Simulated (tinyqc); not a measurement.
Undoped gate-all-around wire MOSFET, analytic charge model: effect of the temperature.

An undoped round wire of radius R under an insulator shell and a surrounding gate; long channel, electrons only, n = ni exp((psi - V)/Vt) with V the quasi-Fermi potential (0 at the source, Vd at the drain), constant mobility, no quantisation. The radial Poisson equation gives n(r) = n(0)/(1 - (1 - b) r^2/R^2)^2 with b = Q0/(Q + Q0). Q is the electron charge per area of the wire surface.

Nc and Nv are given at 293 K and scale as (T/293 K)^1.5; Eg and mu are held fixed. ni = sqrt(Nc Nv) exp(-Eg/(2 Vt)), Eg in volts; Cox = eps0 eox/(R ln(1 + tox/R)); Q0 = 4 eps0 eps_r Vt/R; V0 = dphi + Vt ln[8 eps0 eps_r Vt/(q ni R^2)]. Q solves Vg - V0 - V = Q/Cox + Vt ln(Q/Q0) + Vt ln(1 + Q/Q0). I = mu (2 pi R/L)[2 Vt (Qs - Qd) + (Qs^2 - Qd^2)/(2 Cox) + Vt Q0 ln((Qd + Q0)/(Qs + Q0))], with Qs at V = 0 and Qd at V = Vd.  I(low) is taken at Vg = 0.44 V, Qs and I(high) at Vg = 1.19 V.

Values chosen for this exercise; material values those of a made-up semiconductor: band gap Eg = 1.11 eV; relative permittivity of the semiconductor eps_r = 14.6; conduction-band density of states at the reference temperature Nc = 3.74e17 cm^-3; valence-band density of states at the reference temperature Nv = 9.65e18 cm^-3; relative permittivity of the gate insulator eox = 7.52; insulator thickness tox = 1.8 nm; wire radius R = 10 nm; gate work function less that of the intrinsic body dphi = 0.14 V; channel mobility mu = 360 cm^2/(V s); gate length L = 1 um; drain voltage Vd = 0.1 V.

Constants: q = 1.602176634e-19 C, kB = 1.380649e-23 J/K, Vt = kB T/q, eps0 = 8.8541878128e-14 F/cm where lengths are in cm. Results are converted to the units shown.

Results:

| T (K) | V0 (V) | I(low) (nA) | Qs(high) (nC/cm^2) | I(high) (uA) |
|---|---|---|---|---|
| 220 | 0.69481 | 6.0841e-5 | 1564.9 | 3.1270 |
| 250 | 0.69341 | 4.1879e-4 | 1536.8 | 3.0692 |
| 310 | 0.69015 | 0.0069866 | 1490.1 | 2.9748 |
| 340 | 0.68833 | 0.020237 | 1470.8 | 2.9365 |
| 370 | 0.68639 | 0.050068 | 1453.7 | 2.9032 |
| 400 | 0.68435 | 0.10946 | 1438.8 | 2.8744 |
| 430 | 0.68221 | 0.21671 | 1425.6 | 2.8496 |

Estimate the missing row, T = 280 K.

Computed row:

| T (K) | V0 (V) | I(low) (nA) | Qs(high) (nC/cm^2) | I(high) (uA) |
|---|---|---|---|---|
| 280 | 0.69185 | 0.0019637 | 1512.0 | 3.0188 |

With this row back in the table: As T goes from 220 to 430 K, I(low) rises from 6.08e-5 to 0.217 nA and I(high) falls from 3.13 to 2.85 uA. V0 falls from 0.695 to 0.682 V. In every row the surface density at the source at the higher gate voltage passes 0.3 Nc, where Boltzmann statistics fail. In every row the mobility is held fixed, though a real one changes with T.

Computed by the program tinyqc: `OMP_NUM_THREADS=1 python tinyqc.py 2460104 2460105 out.jsonl`, one thread of a shared Intel Xeon 2.30GHz, about 0.03 s for the whole run.
